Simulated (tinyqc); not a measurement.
# p-n diode, drift-diffusion by the Gummel loop with Scharfetter-Gummel fluxes, step by step

tinyqc, about 0.2 s, one thread, Intel Xeon 2.30GHz (shared host): `OMP_NUM_THREADS=1 python tinyqc.py 2240022 2240023 out.jsonl` Printed values are rounded.

Abrupt junction at x = 0, p side from -Lp, n side to Ln, ohmic contacts. psi is counted from the intrinsic level; n = ni exp((psi - phin)/Vt), p = ni exp((phip - psi)/Vt). Contacts: p side psi = V - Vt ln(Na/ni), p = Na, n = ni^2/Na; n side psi = Vt ln(Nd/ni), n = Nd, p = ni^2/Nd. Constant mobilities, D = mu Vt, Boltzmann statistics, SRH recombination through a mid-gap level, U = (n p - ni^2)/(tp (n + ni) + tn (p + ni)). Current is positive from the p contact to the n contact.

Parameters, values chosen for the exercise; band and dielectric values close to those of germanium:
- T = 300 K (temperature)
- Eg = 0.659 eV (band gap)
- eps_r = 16.1 (relative permittivity)
- Nc = 1.04e19 cm^-3 (conduction-band density of states at T)
- Nv = 6.06e18 cm^-3 (valence-band density of states at T)
- Na = 7.2e15 cm^-3 (acceptor density of the p side)
- Nd = 5e16 cm^-3 (donor density of the n side)
- mun = 3200 cm^2/(V s) (electron mobility)
- mup = 1300 cm^2/(V s) (hole mobility)
- tn = 5e-10 s (SRH lifetime of electrons)
- tp = 3e-9 s (SRH lifetime of holes)
- G = 0 cm^-3 s^-1 (uniform generation rate)
- V = 0.14 V (bias of the p contact)

Constants: q = 1.602176634e-19 C, kB = 1.380649e-23 J/K, Vt = kB T/q, eps0 = 8.8541878128e-14 F/cm where lengths are in cm. Results are converted to the units shown.

## Intrinsic density and built-in voltage

ni = sqrt(Nc Nv) exp(-Eg/(2 Vt)), Eg in volts; Vbi = Vt ln(Na Nd/ni^2).

ni = 2.31418e13 cm^-3
Vbi = 0.346891 V

## Round 1: Poisson equation

x, node 0 to 12 (nm): [-2100, -1140, -598, -294, -123, -27, 27, 130, 329, 708, 1440, 2830, 5500]
phin at the start, node 0 to 12 (V): [0.14, 0, 0, 0, 0, 0, 0, 0, 0, 0, 0, 0, 0]
phip at the start, node 0 to 12 (V): [0.14, 0.14, 0.14, 0.14, 0.14, 0.14, 0.14, 0.14, 0.14, 0.14, 0.14, 0.14, 0]

With phin and phip held, solve a_i (psi_(i+1) - psi_i) - a_(i-1) (psi_i - psi_(i-1)) + q w_i (p_i - n_i + C_i) = 0 for the inner nodes by Newton steps to convergence; a_i = eps0 eps_r/h_i, h_i = x_(i+1) - x_i, w_i = (h_(i-1) + h_i)/2, C = -Na or +Nd.

psi, node 0 to 12 (V): [-0.008396, -0.008455, -0.008407, -0.006441, 0.019416, 0.102982, 0.187978, 0.198197, 0.198494, 0.198496, 0.198496, 0.198496, 0.198495]
n after Poisson, node 0 to 12 (cm^-3): [7.43808e10, 1.66864e13, 1.67170e13, 1.80380e13, 4.90431e13, 1.24286e15, 3.32880e16, 4.94266e16, 4.99978e16, 5.00024e16, 5.00024e16, 5.00024e16, 5e16]
p after Poisson, node 0 to 12 (cm^-3): [7.2e15, 7.21651e15, 7.20330e15, 6.67577e15, 2.45534e15, 9.68872e13, 3.61744e12, 2.43629e12, 2.40845e12, 2.40824e12, 2.40823e12, 2.40823e12, 1.07108e10]

## Round 1: electron continuity

With psi and p held, F_i = (mun Vt/h_i) [n_(i+1) B(d_i) - n_i B(-d_i)], d_i = (psi_(i+1) - psi_i)/Vt, B(d) = d/(exp(d) - 1); solve F_i - F_(i-1) = w_i [(n_i p_i - ni^2)/den_i - G] for the new n, with den = tp (n + ni) + tn (p + ni) taken at the old n and p, h_i = x_(i+1) - x_i, w_i = (h_(i-1) + h_i)/2; phin = psi - Vt ln(n/ni).

new n, node 0 to 12 (cm^-3): [7.43808e10, 7.51082e12, 1.24387e13, 1.66680e13, 4.86078e13, 1.24088e15, 3.32402e16, 4.93572e16, 4.99302e16, 4.99396e16, 4.99491e16, 4.99672e16, 5e16]
phin after round 1, node 0 to 12 (V): [0.140000, 0.020636, 0.007642, 0.002042, 0.000230, 0.000041, 0.000037, 0.000036, 0.000035, 0.000032, 0.000028, 0.000018, 0.000000]

## Round 1: hole continuity

With psi and the new n held, F_i = (mup Vt/h_i) [p_(i+1) B(-d_i) - p_i B(d_i)], d_i = (psi_(i+1) - psi_i)/Vt, B(d) = d/(exp(d) - 1); solve F_i - F_(i-1) = w_i [(n_i p_i - ni^2)/den_i - G] for the new p, with den = tp (n + ni) + tn (p + ni) taken at the new n and the old p, h_i = x_(i+1) - x_i, w_i = (h_(i-1) + h_i)/2; phip = psi + Vt ln(p/ni).

new p, node 0 to 12 (cm^-3): [7.2e15, 7.20378e15, 7.18516e15, 6.65691e15, 2.44789e15, 9.65495e13, 3.59155e12, 2.34973e12, 2.16907e12, 1.89768e12, 1.44994e12, 8.10141e11, 1.07108e10]
phip after round 1, node 0 to 12 (V): [0.140000, 0.139954, 0.139935, 0.139927, 0.139921, 0.139910, 0.139814, 0.139065, 0.137294, 0.133840, 0.126883, 0.111836, 0.000000]

## Course of the Gummel loop

Stop when phin and phip change by less than 1e-8 V, or after 80 rounds. J = Jn at the p contact + Jp at the n contact + q sum w_i U_i - q G sum w_i over the inner nodes, which avoids differences of large majority fluxes: Jn = (q mun Vt/h_0)[n_1 B(d_0) - n_0 B(-d_0)], Jp = (q mup Vt/h_last)[p_(N-1) B(d_last) - p_N B(-d_last)], d_i = (psi_(i+1) - psi_i)/Vt, B(d) = d/(exp(d) - 1), w_i = (h_(i-1) + h_i)/2.

Course of the iteration:
```
round  J (A/cm^2)  largest change of phin, phip (V)
1         1.74266                            0.0282
2         1.73970                           3.50e-5
3         1.73971                           7.99e-8
4         1.73971                          8.47e-11
```

Converged in 4 rounds.

## Recombination and current

converged psi, node 0 to 12 (V): [-0.008396, -0.008468, -0.008457, -0.006506, 0.019373, 0.102991, 0.188011, 0.198233, 0.198529, 0.198528, 0.198523, 0.198514, 0.198495]
converged n, node 0 to 12 (cm^-3): [7.43808e10, 7.49691e12, 1.24077e13, 1.66243e13, 4.85264e13, 1.24132e15, 3.32832e16, 4.94263e16, 4.99976e16, 5.00019e16, 5.00014e16, 5.00008e16, 5e16]
converged p, node 0 to 12 (cm^-3): [7.2e15, 7.20738e15, 7.19895e15, 6.67370e15, 2.45202e15, 9.65164e13, 3.58696e12, 2.34646e12, 2.16610e12, 1.89518e12, 1.44818e12, 8.09316e11, 1.07108e10]

U_i as defined. J = Jn at the p contact + Jp at the n contact + q sum w_i U_i - q G sum w_i over the inner nodes, which avoids differences of large majority fluxes: Jn = (q mun Vt/h_0)[n_1 B(d_0) - n_0 B(-d_0)], Jp = (q mup Vt/h_last)[p_(N-1) B(d_last) - p_N B(-d_last)], d_i = (psi_(i+1) - psi_i)/Vt, B(d) = d/(exp(d) - 1), w_i = (h_(i-1) + h_i)/2.

U, node 0 to 12 (cm^-3 s^-1): [0, 1.44308e22, 2.38822e22, 3.18394e22, 8.15458e22, 3.09540e22, 1.18930e21, 7.78110e20, 7.18070e20, 6.27815e20, 4.78896e20, 2.66057e20, 0]
Jn at the p contact = 1.02625 A/cm^2
Jp at the n contact = 0.0161112 A/cm^2
recombination = 0.697344 A/cm^2
generation = 0 A/cm^2
J = 1.73971 A/cm^2

A 500-node mesh gives J = 1.729 A/cm^2; this mesh differs from it by 0.011 A/cm^2 (0.65 %).
